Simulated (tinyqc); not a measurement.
# MOSFET in saturation, small-signal circuit and noise: integrated noise against bandwidth

Bias by the inversion coefficient IC = I/Ispec (charge-based model with velocity saturation; weak inversion below 0.1, strong above 10). Common-source circuit: gm, gds, Cgs, Cgd and Cj at the inner nodes, Rg in series with the gate; quasi-static, no source or drain resistance, no gate-body capacitance, no substrate network, no induced gate noise, so fmax is an upper estimate.

Ispec = 2 n mu Cox (W/L) Vt^2, lc = Ls/L, gms = [sqrt((lc IC + 1)^2 + 4 IC) - 1]/[2 + lc (lc IC + 1)], gm = gms Ispec/(n Vt), gds = sg gm. qs = [sqrt(1 + 4 IC) - 1]/2, Cgs = Cox W L qs (2 qs + 3)/(3 (qs + 1)^2) + Cov W, Cgd = Cov W, Cd = Cj W, Rg = Rsh (Wf/L)/(12 Nf) + Rc/W with Nf = W/Wf fingers (not rounded) contacted at both ends. Channel noise Sid = 4 kB T gam n gm with gam = (1/2 + (2/3) qs)/(1 + qs) + gw lc IC, qs = [sqrt(1 + 4 IC) - 1]/2, lc = Ls/L (the last term an empirical rise with velocity saturation); at the gate, white noise Sw = Sid/gm^2 + 4 kB T Rg. Number fluctuation with correlated mobility: S(f) = K/f, K = q^2 Vt lt Nt/(W L Cox^2) (1 + ac mu Cox I/gm)^2, Vt in eV with Nt per eV. Corner fc = K/Sw. Mean square from f1 = 100 Hz to B: Sw (B - f1) + K ln(B/f1).

Inputs (values chosen for the exercise):
- T = 325 K (temperature)
- L = 350 nm (gate length)
- W = 20 um (total gate width)
- Cox = 1.57 uF/cm^2 (gate capacitance)
- mu = 390 cm^2/(V s) (mobility)
- n = 1.31 (slope factor)
- Ls = 20 nm (velocity-saturation length)
- Rsh = 5 ohm (sheet resistance of the gate)
- Wf = 0.5 um (finger width)
- Rc = 50 ohm um (gate contact and vertical resistance)
- IC = 20 (inversion coefficient)
- gw = 0.07 (short-channel excess of the noise factor)
- Nt = 4.5e17 cm^-3 eV^-1 (oxide trap density)
- lt = 0.1 nm (tunnelling length into the oxide)
- ac = 10000 V s/C (Coulomb scattering coefficient)

Constants: q = 1.602176634e-19 C, kB = 1.380649e-23 J/K, Vt = kB T/q. Results are converted to the units shown.

Result of one run:
```
B (Hz),spot noise at B (nV/Hz^0.5),white part (uV rms),1/f part (uV rms),total (uV rms)
1e8,1.772,15.04,34.82,37.93
```

What becomes of these results when the upper band edge B is changed from 1e8 to 10000 Hz, all else the same?

Result of the changed run:
```
B (Hz),spot noise at B (nV/Hz^0.5),white part (uV rms),1/f part (uV rms),total (uV rms)
10000,93.68,0.1496,20.10,20.10
```

The whole series:
```
B (Hz),spot noise at B (nV/Hz^0.5),white part (uV rms),1/f part (uV rms),total (uV rms)
1000,296.2,0.04511,14.21,14.21
10000,93.68,0.1496,20.10,20.10
1e5,29.66,0.4753,24.62,24.62
1e6,9.487,1.504,28.43,28.47
1e7,3.322,4.755,31.78,32.14
1e8,1.772,15.04,34.82,37.93
1e9,1.533,47.55,37.61,60.62
```

The 1/f part adds the same power, K ln 10, in each decade and grows only from 14.2 to 37.6 uV; the white part grows as sqrt(B). It overtakes the 1/f part by B = 1e9 Hz among the rows, above the corner fc = 3.88e7 Hz of the spot noise.

Computed by the program tinyqc: `OMP_NUM_THREADS=1 python tinyqc.py 2150122 2150123 out.jsonl`, one thread of a shared Intel Xeon 2.30GHz, about 0.01 s for the whole run.
